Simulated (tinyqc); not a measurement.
Free-carrier optics of a doped semiconductor (Drude model with one polar phonon): sweeps and comparisons. A value that a table varies takes the place of the one given here.

eps(E) = ei [1 - Ep^2/(E^2 + i E Gam)] + (es - ei) wT^2/(wT^2 - E^2 - i E gT), with Ep^2 = 8 pi c (e^2/(4 pi eps0)) N/(m ei), c = hbar^2/2m0, N in 1/angstrom^3 (1e-24 per 1/cm^3); Gam = hbar/tau, tau = mu m m0/e with m0/e = 5.685630e-12 kg/C and mu in m^2/(V s). Energies in meV.

n + i k = sqrt(eps1 + i eps2) with k >= 0; R = ((n - 1)^2 + k^2)/((n + 1)^2 + k^2) at normal incidence from vacuum; alpha = 2 E k/(hbar c), times 1e8 for 1/cm; loss function Im(-1/eps) = eps2/(eps1^2 + eps2^2).

Constants: hbar^2/2m0 = 3.80998211 eV angstrom^2; e^2/(4 pi eps0) = 14.39964547 eV angstrom; hbar = 6.58211957e-16 eV s; hbar c = 1973.269805 eV angstrom.

Values chosen for the exercise (mass and dielectric values near those of GaP; N and mu are free inputs; interband absorption and the rise of the mass with filling are left out; shifted at random, so the results belong to these values and not to a real crystal):
- m = 0.376 m0 (conductivity mass)
- ei = 9.17 (high-frequency dielectric constant)
- wT = 45.4 meV (TO phonon)
- es = 11.18 (static dielectric constant)
- N = 3.7e+19 1/cm^3 (carrier density)
- mu = 260 cm^2/(V s) (mobility)
- gT = 0.7 meV (phonon damping)
- E = 167.8 meV (photon energy)

## The coupled modes against doping

L-, L+ solve E^4 - (wL^2 + Ep^2) E^2 + Ep^2 wT^2 = 0, wL = wT sqrt(es/ei); damping left out; energies in meV.

Modes:
```
N (1/cm^3)      Ep     L-      L+  Ep sqrt(ei/es)
2.0e+17       8.94   8.08   50.28            8.10
6.0e+17      15.49  13.90   50.59           14.03
2.0e+18      28.28  24.70   51.99           25.61
4.0e+18      40.00  33.03   54.97           36.22
6.0e+18      48.98  37.60   59.15           44.36
1.0e+19      63.24  41.47   69.22           57.27
3.0e+19     109.53  44.41  111.97           99.20
6.0e+19     154.90  44.94  156.49          140.29
2.0e+20     282.81  45.27  283.63          256.13
```

wL = 50.13 meV

What does this show, and why?

At low density L- follows Ep sqrt(ei/es) (8.08 against 8.10), a plasmon screened by the lattice, and L+ starts at wL. At the highest density L- has come within 0.13 meV of wT, since the carriers screen the field that lifts wL, and L+ is within 0.82 meV of Ep. The branches are closest, 21.56 meV, at 6e+18 1/cm^3 of those listed. The mass is held fixed, while in a real band it rises with filling.

## Reflectance across the plasma edge

Spectrum:
```
E (meV)     eps1    eps2      R  alpha (1/cm)
12.2     -458.04  455.61  0.942      2.91e+04
36.5      -77.30   30.09  0.923      3.31e+04
60.8      -28.72    6.95  0.919      3.33e+04
85.1      -10.01    2.57  0.867      2.75e+04
103.4      -3.84    1.44  0.752      2.09e+04
121.6      -0.25    0.89  0.246      9.41e+03
133.8       1.39    0.67  0.024      3.74e+03
152.1       3.14    0.45  0.080      1.97e+03
182.5       4.98    0.26  0.146      1.09e+03
243.3       6.81    0.11  0.199           527
364.9       8.12    0.03  0.231           215
608.2       8.79    0.01  0.246          74.3
```

How do the results move?

Ep = 121.6 meV and Gam = 11.8 meV. R is 0.942 at the lowest energy and lowest, 0.024, at 133.8 meV of those listed; without damping and phonon it would vanish at Ep sqrt(ei/(ei - 1)) = 128.9 meV. At the highest energy R is 0.246, against 0.254 for ei alone. Between the last two rows alpha goes as E^-2.08, where the Drude limit far above Ep and Gam is E^-2. Inside the metallic range the phonon cuts a dip in R near L-, below wT = 45.4 meV, which the rows may miss.

## Free-carrier absorption and index change in the near infrared

At the wavelengths listed E = hc/lambda (hc = 1239.841984 eV nm). Approximate forms: alpha = ei Ep^2 Gam/(E^2 sqrt(ei) hbar c) and dn = -sqrt(ei) Ep^2/(2 E^2). The phonon term is left out here.

Free carriers:
```
lambda (micrometre)  E (meV)  alpha (1/cm)  alpha, approximate       dn  dn, approximate
1.31                   946.4          30.3                30.0  -0.0251          -0.0250
1.55                   799.9          42.5                42.0  -0.0352          -0.0350
2.00                   619.9          71.3                70.0  -0.0588          -0.0583
3.00                   413.3           165                 157   -0.134           -0.131
5.00                   248.0           501                 437   -0.388           -0.364
8.00                   155.0      1.78e+03            1.12e+03    -1.14           -0.933
10.60                  117.0      1.13e+04            1.97e+03    -2.51            -1.64
```

What can be read from the table?

At 1.55 micrometre alpha = 42.5 1/cm and dn = -0.0352; a phase shift of pi needs a length lambda/(2 |dn|) = 22 micrometre, over which the loss is 0.41 dB. The approximate alpha is within 5 % up to 3 micrometre of the wavelengths listed; it needs photon energies well above both Ep and Gam, which lie at 10.2 and 104.7 micrometre. Interband and intervalley absorption are left out.

## What moves the optical constants

At the energy E. Each row changes one parameter from the base and keeps the others.

Results:
```
case                 Ep (meV)  Gam (meV)       R  alpha (1/cm)
base                   121.64      11.84  0.1199      1.40e+03
N = 5.55e+19 1/cm^3    148.98      11.84  0.0295      3.17e+03
m = 0.4512 m0          111.04       9.87  0.1465           897
mu = 156 cm^2/(V s)    121.64      19.74  0.1229      2.30e+03
ei = 9.63              118.70      11.84  0.1371      1.33e+03
E = 201.4 meV          121.64      11.84  0.1688           837
```

What does this show?

The largest shifts from the base row, up to three for each result and ties (the steps differ in size, so this ranks the rows, not the parameters). Ep (meV): N +27.34, m -10.60, ei -2.94; unchanged at the printed digits by mu and E. Gam (meV): mu +7.89, m -1.97; unchanged at the printed digits by N, ei and E. R: N -0.0904, E +0.0489, m +0.0266. alpha (1/cm): N +1.77e+03, mu +899, E -566.

Run: tinyqc, `OMP_NUM_THREADS=1 python tinyqc.py 1680862 1680863 out.jsonl`; Intel(R) Xeon(R) Processor @ 2.30GHz, one thread, shared host; about 0.01 s of CPU time with all checks.
